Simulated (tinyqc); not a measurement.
Band-to-band tunnelling and avalanche in a reverse-biased abrupt junction: one step, computed by the program tinyqc. Command: `OMP_NUM_THREADS=1 python tinyqc.py 3027083 3027084 out.jsonl zener walk`. One thread of a shared host (Intel(R) Xeon(R) Processor @ 2.30GHz), about 0.01 s of CPU time with the checks.

Direct Kane tunnelling in the local field (for indirect gaps the mass is an effective fit) and one ionisation coefficient for both carriers. N is the doping of the light side, or N_A N_D/(N_A + N_D) for the symmetric junction; the built-in voltage is taken as E_g/e.

Problem. Junction at the given bias. E_g(T) = E_g - (T - 300 K)(-dE_g/dT); b(T) = b [1 + (rise)(T - 300 K)]; w = sqrt(2 eps eps_0 (V_R + E_g/e)/(e N)); F_m = 2 (V_R + E_g/e)/w; the field falls linearly from F_m to 0 across w.

Inputs (values chosen for the exercise, modelled on SiGe):
```
quantity                                    value    unit
band gap at 300 K, E_g                      0.901      eV
gap narrowing with temperature, -dE_g/dT     0.33   meV/K
permittivity eps                             13.5       -
effective doping N                        4.9e+17  1/cm^3
reverse bias V_R                             0.94       V
temperature T                                 200       K
```

Junction: one-sided.

Constants: eps_0 = 8.8541878128e-12 F/m; e = 1.602176634e-19 C.

Give: E_g(T); depletion width w; peak field F_m; shortest tunnelling distance E_g/(e F_m).

Solution.

E_g(T) = 0.934 eV

depletion width w = 75.542 nm

peak field F_m = 0.49615 MV/cm

shortest tunnelling distance E_g/(e F_m) = 18.825 nm
